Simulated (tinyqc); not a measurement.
Worked calculation: Hueckel theory of the pi electrons, for the molecule Oc1cccc2ccoc12 (SMILES; centres numbered as the heavy atoms are written). Computed by tinyqc, a small Python program that keeps every step. Settings: charge = 0. Command: `OMP_NUM_THREADS=1 python tinyqc.py 28888 28889 out.jsonl` (the two numbers bound the seeds that draw the settings). One thread of a shared host (Intel(R) Xeon(R) Processor @ 2.60GHz), about 0.01 s of CPU time with the checks.

## The Hueckel matrix

Centres:
```
centre,"z_r, pi electrons of the neutral centre",h
1O,2,1.960000
2C,1,0.000000
3C,1,0.000000
4C,1,0.000000
5C,1,0.000000
6C,1,0.000000
7C,1,0.000000
8C,1,0.000000
9O,2,1.960000
10C,1,0.000000
```

Bonds:
```
i,j,k
1,2,0.740000
2,3,1
3,4,1
4,5,1
5,6,1
6,7,1
7,8,1
8,9,0.740000
9,10,0.740000
10,2,1
10,6,1
```

H_rr = alpha + h_r beta, H_rs = k_rs beta for bonded centres.

Hueckel matrix in units of beta (H = alpha + beta A):
```
,1O,2C,3C,4C,5C,6C,7C,8C,9O,10C
1O,1.960000,0.740000,0.000000,0.000000,0.000000,0.000000,0.000000,0.000000,0.000000,0.000000
2C,0.740000,0.000000,1.000000,0.000000,0.000000,0.000000,0.000000,0.000000,0.000000,1.000000
3C,0.000000,1.000000,0.000000,1.000000,0.000000,0.000000,0.000000,0.000000,0.000000,0.000000
4C,0.000000,0.000000,1.000000,0.000000,1.000000,0.000000,0.000000,0.000000,0.000000,0.000000
5C,0.000000,0.000000,0.000000,1.000000,0.000000,1.000000,0.000000,0.000000,0.000000,0.000000
6C,0.000000,0.000000,0.000000,0.000000,1.000000,0.000000,1.000000,0.000000,0.000000,1.000000
7C,0.000000,0.000000,0.000000,0.000000,0.000000,1.000000,0.000000,1.000000,0.000000,0.000000
8C,0.000000,0.000000,0.000000,0.000000,0.000000,0.000000,1.000000,0.000000,0.740000,0.000000
9O,0.000000,0.000000,0.000000,0.000000,0.000000,0.000000,0.000000,0.740000,1.960000,0.740000
10C,0.000000,1.000000,0.000000,0.000000,0.000000,1.000000,0.000000,0.000000,0.740000,0.000000
```

## Orbitals

pi electrons, sum of z_r less the charge = 12

Diagonalise; E = alpha + x beta with beta < 0, so the largest x are filled first; degenerate levels share their electrons. P = sum n_i c_ri c_si; each orbital has its largest coefficient positive (the first on a tie).

x values: 2.678742  2.277392  1.813690  1.272180  0.813398  0.599290  -0.815855  -1.091786  -1.465259  -2.161793

occupations: 2.000000  2.000000  2.000000  2.000000  2.000000  2.000000  0.000000  0.000000  0.000000  0.000000

coefficients:
```
,MO1,MO2,MO3,MO4,MO5,MO6,MO7,MO8,MO9,MO10
1O,0.288152,0.784432,-0.344700,0.263040,-0.250467,-0.158613,-0.082207,0.087216,-0.084677,-0.064803
2C,0.279874,0.336449,0.068153,-0.244492,0.388089,0.291658,0.308370,-0.359683,0.391948,0.360953
3C,0.144413,0.190078,0.258423,-0.474442,-0.069236,0.415895,-0.383924,-0.194772,-0.433957,-0.315789
4C,0.106971,0.096434,0.400547,-0.359084,-0.444406,-0.042416,0.004857,0.572332,0.243911,0.321719
5C,0.142135,0.029539,0.468045,0.017623,-0.292243,-0.441314,0.379962,-0.430092,0.076563,-0.379700
6C,0.273771,-0.029162,0.448342,0.381503,0.206696,-0.222059,-0.314850,-0.102764,-0.356097,0.499114
7C,0.199163,-0.091619,0.224846,0.498963,-0.109884,0.431970,-0.316262,0.019360,0.522897,-0.282719
8C,0.259734,-0.179492,-0.040542,0.253268,-0.296075,0.480934,0.572874,0.081627,-0.410083,0.112067
9O,0.671077,-0.428586,-0.403210,-0.238866,-0.176950,-0.194258,-0.204216,-0.146593,0.105379,0.054667
10C,0.392066,-0.004332,0.120263,-0.031245,0.570252,-0.123733,0.193172,0.522929,-0.077687,-0.416562
```

charge and bond-order matrix P:
```
,1O,2C,3C,4C,5C,6C,7C,8C,9O,10C
1O,1.948531,0.226600,-0.143568,-0.016031,0.101248,-0.029458,-0.003462,0.025025,0.016926,-0.126601
2C,0.226600,0.983253,0.664816,-0.014730,-0.329642,0.039085,0.003178,-0.054035,-0.101576,0.618656
3C,-0.143568,0.664816,1.053249,0.641562,-0.049146,-0.275620,0.039970,0.186541,-0.087926,0.021514
4C,-0.016031,-0.014730,0.641562,1.018833,0.695584,-0.026748,-0.092257,0.028939,0.083203,-0.294525
5C,0.101248,-0.329642,-0.049146,0.695584,1.041231,0.584421,-0.037778,-0.217228,0.054469,-0.001422
6C,-0.029458,0.039085,-0.275620,-0.026748,0.584421,1.028779,0.459450,-0.026410,-0.138244,0.589612
7C,-0.003462,0.003178,0.039970,-0.092257,-0.037778,0.459450,1.092504,0.851426,-0.202789,-0.052357
8C,0.025025,-0.054035,0.186541,0.028939,-0.217228,-0.026410,0.851426,0.968850,0.332088,-0.277048
9O,0.016926,-0.101576,-0.087926,0.083203,0.054469,-0.138244,-0.202789,0.332088,1.845426,0.294131
10C,-0.126601,0.618656,0.021514,-0.294525,-0.001422,0.589612,-0.052357,-0.277048,0.294131,1.019343
```

## Energy, charges, bond orders

E = sum n x; q_r = z_r - P_rr; bond order p = P_rs; free valence = sqrt(3) - sum of p over the bonds of the atom.

pi energy = 12 alpha + this times beta = 18.909384

pi charges: 1O 0.051469, 2C 0.016747, 3C -0.053249, 4C -0.018833, 5C -0.041231, 6C -0.028779, 7C -0.092504, 8C 0.031150, 9O 0.154574, 10C -0.019343

Bond orders and lengths from R = 1.517 - 0.180 p (angstrom, C-C alone):
```
bond,p,R
1-2,0.226600,-
2-3,0.664816,1.397333
3-4,0.641562,1.401519
4-5,0.695584,1.391795
5-6,0.584421,1.411804
6-7,0.459450,1.434299
7-8,0.851426,1.363743
8-9,0.332088,-
9-10,0.294131,-
10-2,0.618656,1.405642
10-6,0.589612,1.410870
```

free valence of the carbons: 2C 0.221978, 3C 0.425673, 4C 0.394905, 5C 0.452045, 6C 0.098567, 7C 0.421175, 8C 0.548538, 10C 0.229651

gap between the highest filled and the next level = 1.415145 |beta|
